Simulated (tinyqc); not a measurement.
Displacements against temperature: thermal displacements in the Debye model: Debye-Waller factors, bond-length spread and the Lindemann rule. Computed by tinyqc, a small Python program. Command: `OMP_NUM_THREADS=1 python tinyqc.py 3013219 3013220 out.jsonl debyewaller walk`. One thread of a shared host (Intel(R) Xeon(R) Processor @ 2.30GHz), about 0.01 s of CPU time with the checks.

A Debye spectrum with three branches of one velocity, cut at k_B Theta; 2 atoms per cube, nearest neighbours at d = 0.866025 a.

Inputs (values chosen for the exercise, modelled on tungsten):

| quantity | value | unit |
|---|---|---|
| atomic mass M | 183.84 | u |
| Debye temperature Theta | 342 | K |
| lattice constant a | 3.165 | angstrom |
| temperature T | 450 | K |

Structure: bcc.

reflection (h k l): 3  3  2

Constants: hbar^2/u = 4.18015928e-03 eV angstrom^2; k_B = 8.617333262e-05 eV/K.

Method:
- <u_x^2> = (3 hbar^2/(2 M k_B Theta)) int_0^1 s coth(s Theta/(2T)) ds (64 Gauss-Legendre points); it tends to 3 hbar^2/(4 M k_B Theta) at T = 0 and to 3 hbar^2 T/(M k_B Theta^2) at high T.
- B = 8 pi^2 <u_x^2>.
- G = 2 pi sqrt(h^2 + k^2 + l^2)/a; the intensity is multiplied by exp(-2W), 2W = G^2 <u_x^2>; the loss goes into thermal diffuse scattering.
- Correlated Debye model: sigma^2 = (3 hbar^2/(M k_B Theta)) int_0^1 s coth(s Theta/(2T)) [1 - sin(s q_D R)/(s q_D R)] ds for two atoms at distance R, q_D = (6 pi^2 n)^(1/3), n atoms per volume; uncorrelated motion would give 2 <u_x^2>.
- The correlation is 1 - sigma^2/(2 <u_x^2>); exp(-2W) uses 2W = G^2 <u_x^2>.

|G| = 9.31145 1/angstrom

Displacements (angstrom^2):

| T (K) | <u_x^2> | classical | sigma^2 at d | sigma^2 at 2d | exp(-2W) |
|---|---|---|---|---|---|
| 10 | 5.8190e-04 | 6.7678e-05 | 9.7265e-04 | 0.0011061 | 0.95080 |
| 34 | 6.1627e-04 | 2.3011e-04 | 9.8015e-04 | 0.0011273 | 0.94797 |
| 68 | 7.2555e-04 | 4.6021e-04 | 0.0010500 | 0.0012617 | 0.93903 |
| 120 | 9.8227e-04 | 8.1214e-04 | 0.0012966 | 0.0016440 | 0.91836 |
| 190 | 0.0013981 | 0.0012859 | 0.0017543 | 0.0022969 | 0.88584 |
| 270 | 0.0019075 | 0.0018273 | 0.0023414 | 0.0031100 | 0.84757 |
| 410 | 0.0028281 | 0.0027748 | 0.0034241 | 0.0045895 | 0.78255 |
| 620 | 0.0042314 | 0.0041961 | 0.0050912 | 0.0068524 | 0.69290 |
| 750 | 0.0051051 | 0.0050759 | 0.0061327 | 0.0082630 | 0.64234 |

What follows from these numbers?

The classical line is within 5 % from T = 270 K (T/Theta = 0.79) on. The correlation of nearest neighbours grows from 0.16 to 0.40, since thermal motion weights long waves, which move neighbours together, more than zero-point motion does; at 2d it ends at 0.19. The reflection keeps 95 % of its intensity at the lowest T and 64 % at the highest.

Extremes, crossings and ranges named in words are read from the listed rows.
